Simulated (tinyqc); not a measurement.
Channel mobility from two channel lengths.

Problem. Two power MOSFETs differ only in channel length: R_on = R_rest + Lc (Wp + a)/(2 mch Cox Vov), Cox = 3.9 eps0/tox. Find mch and R_rest.

Parameters, values chosen for the exercise:

| symbol | value | unit | meaning |
|---|---|---|---|
| tox | 44 | nm | gate oxide thickness (eps_r 3.9) |
| Vov | 5 | V | gate overdrive |
| Wp | 8 | um | width of the p body in one cell, channels included |
| a | 2 | um | gap between neighbouring p bodies |

Constants: eps0 = 8.8541878128e-14 F/cm where lengths are in cm. Results are converted to the units shown.

R_on at Lc = 0.98 and 2.5 um (mohm cm^2): 3.0838002  3.5239802

Solution. R_on is a straight line in Lc; its slope gives mch and its intercept the rest.

mch = 440 cm^2/(V s)
R_rest = 2.80 mohm cm^2

Numbers from tinyqc (`OMP_NUM_THREADS=1 python tinyqc.py 2230042 2230043 out.jsonl`; about 0.01 s on one thread of a shared Intel Xeon 2.30GHz).
